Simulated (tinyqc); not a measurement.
Plain band against climbing image: nudged elastic band on a two-dimensional model surface. Computed by tinyqc, a small Python program. Command: `OMP_NUM_THREADS=1 python tinyqc.py 3025211 3025212 out.jsonl neb walk`. One thread of a shared host (Intel(R) Xeon(R) Processor @ 2.30GHz), about 0.05 s of CPU time with the checks.

V(x, y) = -A (cos kx + cos ky) - B cos kx cos ky + (C sin ky + S sin kx)(1 - cos kx), k = 2 pi/a; the atom hops from the minimum at (0, 0) to that at (a, 0).

Inputs (values chosen for the exercise, for a model surface):
```
quantity              value           unit
amplitude A            0.18             eV
amplitude B          -0.038             eV
skew C                0.033             eV
asymmetry S          -0.023             eV
period a                3.8       angstrom
spring constant k_s    0.24  eV/angstrom^2
step factor eta        0.81  angstrom^2/eV
```

Surface: adatom on a square lattice. Climbing image: on.

Method:
- Newton steps x(new) = x - H^-1 grad V (moves limited to 0.3 angstrom) from (0, 0), (a, 0) and (a/2, 0) give the two minima and the saddle.
- Tangent at image i: towards the higher neighbour if the energies rise or fall through i; at a maximum or minimum, tau = t+ dmax + t- dmin if V(i+1) > V(i-1), else t+ dmin + t- dmax, with t+ = R(i+1) - R(i), t- = R(i) - R(i-1) and dmax, dmin the larger and smaller of |V(i+1) - V(i)| and |V(i-1) - V(i)|; then normalise. Force F = -grad V + (grad V.tau) tau + k_s (|t+| - |t-|) tau.
- With a climbing image, the highest image feels instead F = -grad V + 2 (grad V.tau) tau and no spring.
- Update R(new) = R + eta F; the end points stay fixed.
- Images are counted without the end points, and convergence is judged on the largest force on an image. Each run starts on the straight line with the same k_s and eta, for at most 1500 iterations; errors are against the Newton saddle; a dash marks a run that did not reach 1e-4 eV/angstrom.

positions (angstrom):
```
              x         y
start   0.00000   0.00000
end     3.80000   0.00000
saddle  2.08635  -0.17520
```

energies (eV): start -0.322000, end -0.322000, saddle -0.040466

barrier from the start = 0.281534 eV

Error of the highest image (meV) and iterations:
```
images  plain, error  plain, iterations  climbing, error  climbing, iterations
2            -45.360                 13                0                    22
3             -7.290                 13                0                    20
4             -8.704                 13                0                    30
5             -7.284                 13                0                    30
6             -1.698                 14                0                    40
8             -0.156                 15                0                    37
10            -0.032                 18                0                    40
```

The plain band underestimates the barrier by 0.03 to 45.36 meV, depending on how near an image falls to the saddle (worst for 2 images, best for 10). The climbing image is within about 0.001 meV in every converged run, so few images suffice for the barrier.

Extremes, crossings and ranges named in words are read from the listed rows.
